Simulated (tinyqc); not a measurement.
Grain-boundary trapping model (Seto) of a polycrystalline semiconductor film: one step, computed by the program tinyqc. Command: `OMP_NUM_THREADS=1 python tinyqc.py 3010023 3010024 out.jsonl poly walk`. One thread of a shared host (Intel(R) Xeon(R) Processor @ 2.30GHz), about 0.01 s of CPU time with the checks.

Grains of equal size L are joined by thin boundaries with one trap level. Trapped carriers deplete a width W on each side and raise a barrier, crossed by thermionic emission. Dopants are fully ionised, statistics are non-degenerate and mu_g does not depend on T.

Question. Critical doping. If all traps fill, the grain is just depleted at N* = Q_t/L, with the barrier e Q_t L/(8 eps eps_0).

Inputs (values chosen for the exercise, modelled on polycrystalline silicon): permittivity eps = 11.7; grain size L = 270 nm; trap density Q_t = 9.9e+11 1/cm^2.

Grain interior: resistance included.

Constants: e = 1.602176634e-19 C; eps_0 = 8.8541878128e-12 F/m; k_B = 8.617333262e-05 eV/K.

Give: N*; barrier at N* with all traps filled.

Answer.

N* = 3.667e+16 1/cm^3

barrier at N* with all traps filled = 0.5168 V
